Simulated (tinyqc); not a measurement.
Grain-boundary trapping model (Seto) of a polycrystalline semiconductor film: one step, computed by the program tinyqc.

Grains of equal size L are joined by thin boundaries with one trap level. Trapped carriers deplete a width W on each side and raise a barrier, crossed by thermionic emission. Dopants are fully ionised, statistics are non-degenerate and mu_g does not depend on T.

Task: Resistivity and effective mobility. Boundary: sigma_b = L e^2 n_0 exp(-e V_B/k_B T)/sqrt(2 pi m k_B T); drift through the grain, depleted parts included: rho_g = [(1 - 2W/L) + (2W/L) int_0^1 exp(y^2 s^2) ds]/(e n_0 mu_g); rho = 1/sigma_b + rho_g. Mean carrier density n_av = n_0 [(1 - 2W/L) + (2W/L) (sqrt(pi)/2) erf(y)/y], y = sqrt(e V_B/k_B T); effective mobility 1/(e n_av rho).

Inputs (values chosen for the exercise, modelled on polycrystalline germanium): effective mass m = 0.22 m_0; grain size L = 250 nm; doping N = 1.5e+16 1/cm^3; mobility inside the grains mu_g = 580 cm^2/(V s); temperature T = 300 K.

Grain interior: resistance included.

depletion width W = 84.11775 nm

barrier V_B = 0.06001755 V

E_F = -0.1557390 eV

centre density n_0 = 1.50e+16 1/cm^3

Constants: k_B = 8.617333262e-05 eV/K; m_0 = 9.1093837015e-31 kg; k_B = 1.380649e-23 J/K; e = 1.602176634e-19 C.

Give: boundary resistivity; drift resistivity rho_g; resistivity rho; mean carrier density; effective mobility.

Result:

boundary resistivity = 0.76462 ohm cm

drift resistivity rho_g = 1.5958 ohm cm

resistivity rho = 2.3604 ohm cm

mean carrier density = 1.0594e+16 1/cm^3

effective mobility = 249.60 cm^2/(V s)

A single crystal with the same N and mu_g would have 0.717 ohm cm, a factor 3.29 lower.
